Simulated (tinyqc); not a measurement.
Donor or exciton in a quantum well (variational effective-mass method): one step, computed by the program tinyqc. Command: `OMP_NUM_THREADS=1 python tinyqc.py 3028193 3028194 out.jsonl welldonor walk`. One thread of a shared host (Intel(R) Xeon(R) Processor @ 2.30GHz), about 0.03 s of CPU time with the checks.

Electron and hole in their lowest subbands f(z) = cos(pi z/L); relative in-plane motion exp(-rho/lambda) (separable trial function), H = -nabla_rho^2 - 2/sqrt(rho^2 + (z_e - z_h)^2) in effective units. Mass and screening are the same in well and barrier; l = L/a* is the width in effective units. Bands are flat: no polarisation or applied field.

Task: Best radius. k = pi/l; f = cos(k z) inside and zero outside. Binding E_b(lambda) = -1/lambda^2 + (8/lambda^2) int_0^l P(z) g(z) dz, with P(z) = (2/l) [(1 - z/l)(1 + cos(2 pi z/l)/2) + (3/(4 pi)) sin(2 pi z/l)] the distribution of |z_e - z_h| and g(z) = int_z^infinity exp(-2 sqrt(r^2 - z^2)/lambda) dr = int_0^infinity exp(-2 rho/lambda) rho/sqrt(rho^2 + z^2) d rho; 40 Gauss-Legendre points in z and 40 in t with rho = lambda t/(1 - t). Golden-section search for the maximum over lambda from 0.3 to 4, 40 steps.

Centre: exciton. Barriers: infinite.

l = 0.6972271

Ry* = 5.878117 meV

a* = 10.03977 nm

Give: best lambda; binding in Ry*; binding energy; radius lambda a*.

Result:

best lambda = 0.7951 a*

binding in Ry* = 2.342

binding energy = 13.76 meV

radius lambda a* = 7.983 nm

Confinement changes the binding by a factor 2.342 against the bulk value (limits: 4 in two dimensions, 1 inside a wide well, which this separable form does not reach).
